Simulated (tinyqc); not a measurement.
Valley-orbit splitting of a donor ground state, with strain: one step, computed by the program tinyqc.

The basis is the 1s envelope in each valley; energies are counted from the unstrained conduction-band edge. The strain is e_s (a a^T - 1/3) for the unit stress axis a, so valley j along n_j moves by Xi_u e_s w_j with w_j = (n_j.a)^2 - 1/3: +1/3 for [111] and [-1-11], -1/3 for the others.

Question. Levels and ground state under strain. Diagonalise H; the ground vector has positive components. The density at the nucleus, and so the contact hyperfine coupling, scales as (sum_j c_j)^2/(number of valleys), which is 1 without strain; the envelopes are held fixed.

Valleys: four along <111>. Stress axis: [110].

H (meV):
```
         [111]  [1-1-1]  [-11-1]  [-1-11]
[111]    -7.79    -0.26    -0.26    -0.26
[1-1-1]  -0.26    -6.25    -0.26    -0.26
[-11-1]  -0.26    -0.26    -6.25    -0.26
[-1-11]  -0.26    -0.26    -0.26    -7.79
```

Give: levels; valley amplitudes of the ground state; hyperfine ratio A/A_0.

Answer.

levels (meV): -8.209  -7.530  -6.351  -5.990

valley amplitudes of the ground state: [111] 0.6762, [1-1-1] 0.2069, [-11-1] 0.2069, [-1-11] 0.6762

hyperfine ratio A/A_0 = 0.7798
